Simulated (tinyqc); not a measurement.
Bond-orbital model of a tetrahedral semiconductor (Harrison's universal couplings): one step. Metallicity and a gap from the bond picture. Four cases, with inputs chosen for the exercise.

Task: Neighbouring bonds couple through V1: averaged V1b = V1c (1 - ap)/2 + V1a (1 + ap)/2 for the bond band and V1x = V1c (1 + ap)/2 + V1a (1 - ap)/2 for the antibond band. The top of the bond band lies V1b above the bond level and the bottom of the antibond band 3 V1x below the antibond level, so the gap is 2 sqrt(V2^2 + V3^2) - V1b - 3 V1x; metallicity am = (V1b + 3 V1x)/(2 sqrt(V2^2 + V3^2)).

Hybrid level eh = (es + 3 ep)/4; metallic energy V1 = (ep - es)/4 for each atom; covalent energy V2 = 3.22 hbar^2/(m d^2); polar energy V3 = (ehc - eha)/2; hbar^2/m = 2c, c = hbar^2/2m0. Polarity ap = V3/sqrt(V2^2 + V3^2), covalency ac = V2/sqrt(V2^2 + V3^2). p-p coupling at Gamma Exx = (4/3)(2.22 - 2 x 0.63) hbar^2/(m d^2) = 1.28 hbar^2/(m d^2), s-s coupling Ess = 4 x 1.32 hbar^2/(m d^2).

Case 1.

V1 (eV): cation 1.865000, anion 1.865000

V2, V3 (eV): 4.405394  0.000000

ap = 0.000000

Case 2.

V1 (eV): cation 1.275000, anion 3.150000

V2, V3 (eV): 6.868868  5.092500

ap = 0.595563

Case 3.

V1 (eV): cation 1.440000, anion 2.350000

V2, V3 (eV): 4.368297  2.415000

ap = 0.483831

Case 4.

V1 (eV): cation 2.142500, anion 2.142500

V2, V3 (eV): 10.345878  0.000000

ap = 0.000000

Give: V1b, V1x; gap; am.

Result:

Case 1.

V1b, V1x (eV): 1.8650  1.8650

gap = 1.351 eV
am = 0.847

Case 2.

V1b, V1x (eV): 2.7708  1.6542

gap = 9.368 eV
am = 0.452

Case 3.

V1b, V1x (eV): 2.1151  1.6749

gap = 2.843 eV
am = 0.715

Case 4.

V1b, V1x (eV): 2.1425  2.1425

gap = 12.122 eV
am = 0.414

The gap closes where am reaches one. The model gives trends; its gap can miss the real one by a factor of two to five, most in ratio for narrow gaps and most in eV for first-row compounds.

Computed by tinyqc, one run a case: `OMP_NUM_THREADS=1 python tinyqc.py N N+1 out.jsonl` with N = 1480098, 1480124, 1480233, 1480342; one thread of a shared Intel(R) Xeon(R) Processor @ 2.30GHz, about 0.01 s a run at most.
